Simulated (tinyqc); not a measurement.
Where a fixed hold relaxes most: thermal stress and diffusional relaxation in a metal film: Coble and Nabarro-Herring creep, cooling and holds. Computed by tinyqc, a small Python program. Command: `OMP_NUM_THREADS=1 python tinyqc.py 3026759 3026760 out.jsonl creep walk`. One thread of a shared host (Intel(R) Xeon(R) Processor @ 2.30GHz), about 0.01 s of CPU time with the checks.

A thin film on a rigid substrate is stress-free at T0. Tension is positive and the film creeps linearly: d sigma/dt = -M (mismatch) dT/dt - sigma/tau.

Inputs (values chosen for the exercise, modelled on silver films on silicon): biaxial modulus M = 140 GPa; expansion mismatch = 15.5 1e-6/K; atomic volume Omega = 17 angstrom^3; lattice prefactor D0 = 4.8e-05 m^2/s; lattice energy E = 1.92 eV; boundary prefactor (delta D_b)0 = 6.1e-15 m^3/s; boundary energy E_b = 0.897 eV; grain size d = 1.7 um; stress-free temperature T0 = 300 C; hold temperature T = 140 C; hold time t = 0.19 h; yield stress = 260 MPa.

Constants: k_B = 1.380649e-23 J/K; k_B = 8.617333262e-05 eV/K.

Method:
- Thermoelastic slope = M x mismatch; sigma_0 = slope x (T0 - T).
- Creep rate per stress: Nabarro-Herring 14 D Omega/(k_B T d^2), Coble (14 pi) delta D_b Omega/(k_B T d^3), with D = D0 exp(-E/(k_B T)), delta D_b = (delta D_b)0 exp(-E_b/(k_B T)); 1/tau = M x (sum of both)/2 (biaxial strain rate is half the uniaxial one).
- Temperatures in kelvin are T(C) + 273.15.
- For each hold temperature: sigma_0 = slope (T0 - T), relaxed stress sigma_0 (1 - exp(-t/tau)), initial rate sigma_0/tau. In confined lines the relaxed part appears as void volume.

thermoelastic slope = 2.17 MPa/K

Holds:
```
T (C)  sigma_0 (MPa)     tau (h)  relaxed (MPa)  initial rate (MPa/h)
25            596.75  2.5577e+04     4.4330e-03            2.3332e-02
50            542.50  1.8612e+03     5.5378e-02            2.9148e-01
75            488.25  1.9843e+02     4.6729e-01            2.4606e+00
100           434.00  2.8693e+01     2.8644e+00            1.5126e+01
125           379.75  5.3117e+00     1.3344e+01            7.1493e+01
150           325.50  1.2047e+00     4.7494e+01            2.7020e+02
175           271.25  3.2346e-01     1.2050e+02            8.3858e+02
200           217.00  1.0009e-01     1.8449e+02            2.1680e+03
225           162.75  3.4936e-02     1.6204e+02            4.6585e+03
250           108.50  1.3517e-02     1.0850e+02            8.0271e+03
275            54.25  5.7152e-03     5.4250e+01            9.4922e+03
```

The relaxed stress peaks at 200 C among these rows: colder holds have more stress but slower diffusion, hotter ones faster diffusion but less stress. The initial rate peaks about k_B T^2/E_b = 32 K below T0 when boundaries dominate; its largest row is 275 C. Caution: the elastic stress exceeds the yield stress, so dislocation glide would cap it first. Caution: dislocation glide would cap stresses above the yield stress; capping layers can block the surface and boundary paths, and threshold stresses are ignored.

Extremes, crossings and ranges named in words are read from the listed rows.
